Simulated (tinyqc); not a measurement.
Oxide trap near a transistor channel: two-state multiphonon kinetics, telegraph noise and bias instability: one step, computed by the program tinyqc.

An n-channel device under positive gate bias. The trap is empty (state 1) or holds an electron (state 2); both states are parabolas of equal curvature, and the electron reservoir is taken at the Fermi level of the channel.

Problem. Step height and noise. Charge-sheet step dV = e (t_ox - x)/(eps_ox eps_0 W L); Lorentzian spectrum S(f) = 4 dV^2 tau_0^2/((tau_c + tau_e)(1 + (2 pi f tau_0)^2)); corner 1/(2 pi tau_0); variance dV^2 f_2 (1 - f_2) = dV^2 tau_0/(tau_c + tau_e).

Inputs (values chosen for the exercise, with an insulator like HfO2 on silicon):

| quantity | value | unit |
|---|---|---|
| insulator constant eps_ox | 21.7 | - |
| insulator thickness t_ox | 2.8 | nm |
| trap depth x from the interface | 0.41 | nm |
| oxide field F | 2.8 | MV/cm |
| temperature T | 350 | K |
| channel width W | 110 | nm |
| channel length L | 180 | nm |
| frequency f | 100 | Hz |

Parts treated: one trap and an ensemble.

tau_0 = 2.353409e-08 s

capture time tau_c = 1.096299e-06 s

emission time tau_e = 2.405038e-08 s

Constants: e = 1.602176634e-19 C; eps_0 = 8.8541878128e-12 F/m.

Give: threshold step dV; corner frequency; S(f); root-mean-square noise.

Solution.

threshold step dV = 0.1007 mV

corner frequency = 6.763e+06 Hz

S(f) = 2.003e-17 V^2/Hz

root-mean-square noise = 0.01459 mV

f lies below the corner, on the flat part. Random dopants and current percolation, left out here, spread real steps around this value. Caution: a field 1.5 times as high comes near the usual breakdown field of such an insulator.
